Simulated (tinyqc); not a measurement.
# Schottky barrier on an n-type semiconductor with a doping step, non-linear Poisson equation by Newton steps, step by step

Numbers from tinyqc (`OMP_NUM_THREADS=1 python tinyqc.py 2020044 2020045 out.jsonl`; about 0.06 s on one thread of a shared Intel Xeon 2.30GHz). Printed values are rounded.

One dimension, metal at x = 0, donor density C(x) = N1 for x < x1 and Nd beyond. Energies are counted from the electron Fermi level of the semiconductor and the conduction-band edge is Ec = -psi, so n = Nc exp(psi/Vt); holes follow the Fermi level of the metal, at -V, so p = Nv exp((V - psi - Eg)/Vt). Ends: psi(0) = V - phiB and psi = Vt ln(Nd/Nc) deep inside. Boltzmann statistics, full ionisation, no current, no image force in the Poisson equation.

Parameters, values chosen for the exercise; band and dielectric values those of a made-up semiconductor:
- T = 293 K (temperature)
- Eg = 0.806 eV (band gap)
- eps_r = 11.9 (relative permittivity)
- Nc = 1.67e17 cm^-3 (conduction-band density of states at T)
- Nv = 7.69e18 cm^-3 (valence-band density of states at T)
- Nd = 5.4e15 cm^-3 (donor density deep in the semiconductor)
- phiB = 0.42 eV (barrier height)
- V = 0 V (bias of the metal against the semiconductor)
- x1 = 270 nm (depth of the doping step)
- N1 = 1.6e16 cm^-3 (donor density above the step)

Constants: q = 1.602176634e-19 C, kB = 1.380649e-23 J/K, Vt = kB T/q, eps0 = 8.8541878128e-14 F/cm where lengths are in cm. Results are converted to the units shown.

## End potentials, built-in voltage, Debye length

psi_0 = V - phiB, psi_b = Vt ln(Nd/Nc), Vbi = phiB - Vt ln(Nc/Nd), LD = sqrt(eps0 eps_r Vt/(q Nd)), W = sqrt(2 eps0 eps_r (Vbi - V)/(q Nd)), hole density at the metal p_0 = Nv exp((phiB - Eg)/Vt).

psi_0 = -0.42 V
psi_b = -0.0866436 V
Vbi = 0.333356 V
LD = 55.4518 nm
W for uniform Nd = 284.948 nm
p_0 = 1.76397e12 cm^-3

The hole density at the metal is 3.3e-4 times Nd, so holes hardly matter.

## Doping on the mesh

```
node,x (nm)
0,0
1,27
2,59.6
3,98.9
4,146
5,204
6,273
7,356
8,457
9,578
10,724
11,901
12,1110
```

C = N1 for x < x1 and Nd beyond, taken at the nodes.

```
node,donor density C (cm^-3)
0,1.6e16
1,1.6e16
2,1.6e16
3,1.6e16
4,1.6e16
5,1.6e16
6,5.4e15
7,5.4e15
8,5.4e15
9,5.4e15
10,5.4e15
11,5.4e15
12,5.4e15
```

## Couplings between neighbouring nodes

a_i = eps0 eps_r/h_i for the interval from node i to i + 1, with h_i = x_(i+1) - x_i in cm.

```
interval,coupling a_i (F/cm^2)
0,3.90240e-7
1,3.23205e-7
2,2.68104e-7
3,2.23705e-7
4,1.81664e-7
5,1.52703e-7
6,1.26946e-7
7,1.04322e-7
8,8.70784e-8
9,7.21677e-8
10,5.95282e-8
11,5.04138e-8
```

## Starting potential

A straight line in x from psi_0 = V - phiB to psi_b = Vt ln(Nd/Nc).

```
node,psi at the start (V)
0,-0.420000
1,-0.411891
2,-0.402101
3,-0.390298
4,-0.376153
5,-0.358735
6,-0.338012
7,-0.313086
8,-0.282753
9,-0.246414
10,-0.202568
11,-0.149411
12,-0.086644
```

## Iteration 1: densities, residual and Jacobian diagonal

n_i = Nc exp(psi_i/Vt), p_i = Nv exp((V - psi_i - Eg)/Vt), rho_i = p_i - n_i + C_i, g_i = (n_i + p_i)/Vt. Box widths w_i = (h_(i-1) + h_i)/2 in cm. Residual F_i = a_i (psi_(i+1) - psi_i) - a_(i-1) (psi_i - psi_(i-1)) + q rho_i w_i; Jacobian: a_(i-1) and a_i beside the diagonal, b_i = -a_(i-1) - a_i - q g_i w_i on it. The two end nodes are fixed.

```
node,n (cm^-3),p (cm^-3)
0,9.96463e9,1.76397e12
1,1.37384e10,1.27943e12
2,2.02459e10,8.68192e11
3,3.23109e10,5.44006e11
4,5.65788e10,3.10670e11
5,1.12789e11,1.55843e11
6,2.56270e11,6.85889e10
7,6.87784e11,2.55565e10
8,2.28659e12,7.68713e9
9,9.64359e12,1.82270e9
10,5.47560e13,3.21012e8
11,4.49533e14,3.91013e7
12,5.4e15,3.25506e6
```

```
node,residual F (C/cm^2),diagonal b (F/cm^2)
1,7.63978e-9,-7.13470e-7
2,9.21621e-9,-5.91329e-7
3,1.10746e-8,-4.91824e-7
4,1.34713e-8,-4.05380e-7
5,1.62782e-8,-3.34377e-7
6,6.57510e-9,-2.79664e-7
7,7.95864e-9,-2.31309e-7
8,9.59939e-9,-1.91562e-7
9,1.15295e-8,-1.60063e-7
10,1.38309e-8,-1.37307e-7
11,1.53078e-8,-1.64996e-7
```

## Iteration 1: Newton step

Solve the tridiagonal system a_(i-1) d_(i-1) + b_i d_i + a_i d_(i+1) = -F_i for nodes 1 to 11, with d = 0 on fixed nodes. If the largest |d| exceeds 4 Vt, the whole step is scaled down so that it equals 4 Vt.

```
node,"Newton step d, before damping (V)"
1,0.18962
2,0.39494
3,0.60812
4,0.81414
5,0.99374
6,1.10088
7,1.17809
8,1.19623
9,1.10994
10,0.85863
11,0.40256
```

```
node,psi after iteration 1 (V)
0,-0.420000
1,-0.395882
2,-0.368757
3,-0.338956
4,-0.307417
5,-0.274835
6,-0.245067
7,-0.213622
8,-0.181758
9,-0.152704
10,-0.130075
11,-0.115423
12,-0.086644
```

## Iteration 2: densities, residual and Jacobian diagonal

As before.

```
node,n (cm^-3),p (cm^-3)
0,9.96463e9,1.76397e12
1,2.59001e10,6.78658e11
2,7.58362e10,2.31780e11
3,2.46869e11,7.12010e10
4,8.60916e11,2.04170e10
5,3.12890e12,5.61773e9
6,1.01720e13,1.72801e9
7,3.53418e13,4.97351e8
8,1.24844e14,1.40795e8
9,3.94555e14,4.45498e7
10,9.66821e14,1.81805e7
11,1.72728e15,1.01763e7
12,5.4e15,3.25506e6
```

```
node,residual F (C/cm^2),diagonal b (F/cm^2)
1,6.99487e-9,-7.13458e-7
2,8.43838e-9,-5.91316e-7
3,1.01399e-8,-4.91817e-7
4,1.23339e-8,-4.05397e-7
5,1.49015e-8,-3.34492e-7
6,6.00928e-9,-2.80139e-7
7,7.23973e-9,-2.33330e-7
8,8.58729e-9,-2.00193e-7
9,9.80934e-9,-1.92670e-7
10,1.07100e-8,-2.30776e-7
11,1.19355e-8,-3.21480e-7
```

## Iteration 2: Newton step

As before.

```
node,"Newton step d, before damping (V)"
1,0.138198
2,0.283422
3,0.427027
4,0.553823
5,0.642157
6,0.650190
7,0.615029
8,0.515008
9,0.348573
10,0.173266
11,0.069210
```

```
node,psi after iteration 2 (V)
0,-0.420000
1,-0.374416
2,-0.324732
3,-0.272625
4,-0.221391
5,-0.175087
6,-0.144072
7,-0.118088
8,-0.101761
9,-0.098560
10,-0.103161
11,-0.104673
12,-0.086644
```

## Course of the Newton iteration

Stop when the largest undamped |d| is below 1e-9 V, or after 80 iterations.

Course of the iteration:
```
iteration,largest |F| (C/cm^2),largest |d| (V),at node
1,1.63e-8,1.20,8
2,1.49e-8,0.650,6
3,1.24e-8,0.265,4
4,5.66e-9,0.0562,3
5,3.51e-9,8.10e-3,4
6,3.14e-10,8.44e-4,4
7,2.72e-12,7.50e-6,4
8,2.10e-16,5.88e-10,4
```

Converged in 8 iterations. Once the step is below 0.1 Vt, 2 more iteration(s) reach the threshold: near the solution the error is roughly squared each time.

## Converged densities, field and barrier lowering

```
node,converged psi (V)
0,-0.420000
1,-0.319483
2,-0.221754
3,-0.138257
4,-0.085529
5,-0.068596
6,-0.081523
7,-0.085428
8,-0.086418
9,-0.086611
10,-0.086640
11,-0.086643
12,-0.086644
```

n and p as above; E_i = -(psi_(i+1) - psi_i)/h_i; at the metal |E_0| = |E on interval 0| + q rho_0 (h_0/2)/(eps0 eps_r), rho_0 = p_0 - n_0 + C_0; image-force lowering dphi = sqrt(q |E_0|/(4 pi eps0 eps_r)).

```
node,n (cm^-3),p (cm^-3)
0,9.96463e9,1.76397e12
1,5.33839e11,3.29262e10
2,2.56107e13,6.86328e8
3,6.99219e14,2.51385e7
4,5.64372e15,3.11449e6
5,1.10362e16,1.59269e6
6,6.61404e15,2.65758e6
7,5.66629e15,3.10209e6
8,5.44855e15,3.22605e6
9,5.40691e15,3.25090e6
10,5.40073e15,3.25462e6
11,5.40006e15,3.25503e6
12,5.4e15,3.25506e6
```

```
interval,field E (kV/cm)
0,-37.2284
1,-29.9784
2,-21.2460
3,-11.1949
4,-2.9194
5,1.8735
6,0.4705
7,0.0980
8,0.0160
9,0.0020
10,0.0002
11,0.0000
```

|E_0| at the metal = 40.5133 kV/cm
image-force lowering = 22.1412 mV

A mesh of about 1000 nodes or more gives |E_0| = 40.37 kV/cm; the 13-node value is 0.36 % above it.
